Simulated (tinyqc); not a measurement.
Tight binding, dimerised chain, step by step. One step of it, computed by the program tinyqc.

Question. Open chain of 5 cells. The same hoppings without the wrap-around bond.

H of the open chain (eV), lower triangle:
```
            1          2          3          4          5          6          7          8
1    0.290000
2   -0.360000  -0.290000
3    0.000000  -1.820000   0.290000
4    0.000000   0.000000  -0.360000  -0.290000
5    0.000000   0.000000   0.000000  -1.820000   0.290000
6    0.000000   0.000000   0.000000   0.000000  -0.360000  -0.290000
7    0.000000   0.000000   0.000000   0.000000   0.000000  -1.820000   0.290000
8    0.000000   0.000000   0.000000   0.000000   0.000000   0.000000  -0.360000  -0.290000
9    0.000000   0.000000   0.000000   0.000000   0.000000   0.000000   0.000000  -1.820000
10   0.000000   0.000000   0.000000   0.000000   0.000000   0.000000   0.000000   0.000000

            9         10
9    0.290000
10  -0.360000  -0.290000
```

Give: levels; weights of the highest filled level on the sites.

Answer.

levels (eV): -2.1450  -1.9934  -1.7807  -1.5774  -0.2900  0.2900  1.5774  1.7807  1.9934  2.1450

weights of the highest filled level on the sites: 0.0000  0.0000  0.0000  0.0001  0.0000  0.0015  0.0000  0.0376  0.0000  0.9609

The bulk gap runs from -1.4885 to 1.4885 eV; 2 level(s) of this chain lie inside it: end states, which need the weaker bond inside the cell and a chain longer than their decay length.
